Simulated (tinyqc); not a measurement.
# Which input was changed?

Model: vacuum evaporation: vapour pressure, source flux, thickness distribution, purity and step coverage. Computed by tinyqc, a small Python program. Command: `OMP_NUM_THREADS=1 python tinyqc.py 3112896 3112897 out.jsonl evap which`. One thread of a shared host (Intel(R) Xeon(R) Processor @ 2.30GHz), about 0.06 s of CPU time with the checks.

Molecular flow, unit sticking of the metal, no re-evaporation. The background gas is taken as water vapour (18.015 g/mol, collision diameter 0.37 nm) at 300 K.

Inputs (values chosen for the exercise, modelled on gallium, with constants for the liquid):
```
quantity                         value    unit
molar mass M                     69.72   g/mol
film density rho                  5.91  g/cm^3
vapour-pressure constant A       10.73       -
vapour-pressure constant B       13990       K
source temperature T              1190       K
source area                       0.86    cm^2
directionality n                     4       -
source-to-wafer distance h          22      cm
wafer radius R                       5      cm
source offset from the axis s/h   0.24       -
background pressure p            7e-08      Pa
sticking of background gas         0.5       -
```

Constants: u = 1.6605390666e-27 kg; k_B = 1.380649e-23 J/K; R = 8.314462618 J/(mol K).

Method:
- log10(p_v/Pa) = A - B/T; flux from the surface Phi = p_v/sqrt(2 pi m k_B T), m = M u.
- Mass loss = Phi x area x m; heat of evaporation = ln(10) R B; d ln Phi/dT = ln(10) B/T^2 - 1/(2 T).
- A small source emits (n + 1) Phi area cos^n(phi)/(2 pi) per solid angle; on a parallel plane at height h and lateral distance l the arrival rate is (n + 1) Phi area/(2 pi h^2) x (1 + (l/h)^2)^(-(n + 3)/2). Growth rate = arrival rate x m/rho, m = M u. The wafer is fixed and centred above the source.
- Rotating wafer, source offset by s and facing upwards: thickness at radius r is the mean over the angle a of (1 + (r^2 + s^2 - 2 r s cos a)/h^2)^(-(n + 3)/2), by 360 equal steps; non-uniformity (max - min)/(max + min) over 21 radii from 0 to R.
- Mean free path lambda = k_B T_g/(sqrt2 pi d^2 p); unscattered share exp(-h/lambda); gas arrival p/sqrt(2 pi m_g k_B T_g); impurity ratio = sticking x gas arrival/metal arrival; monolayer time = 1e15 cm^-2/(sticking x gas arrival).

Task: One of these inputs alone was changed, within the range given: source temperature T (900 to 2380); source-to-wafer distance h (11 to 44); directionality n (2 to 8); background pressure p (3.5e-08 to 1.4e-07). Which one, and to what value?

Results:
```
run     growth rate at the centre (nm/s)  non-uniformity, rotating (%)  impurity ratio
before                        0.02384797                      6.426798     0.001030390
after                         0.03131081                      8.419661     0.000784800
```

Result:

Each candidate set to reproduce growth rate at the centre, and what it then gives:
```
candidate                            range searched  value needed  non-uniformity, rotating (%)  impurity ratio
source temperature T (K)                900 to 2380          1202                        6.4268      7.8480e-04
source-to-wafer distance h (cm)            11 to 44         19.20                        8.4197      7.8480e-04
directionality n                             2 to 8         5.565                        7.4603      7.8480e-04
background pressure p (Pa)       3.5e-08 to 1.4e-07     no effect                             -               -
```

Only source-to-wafer distance h fits every result: it went from 22 to 19.2 cm. The next best candidate, directionality n, misses one result by 11 %.
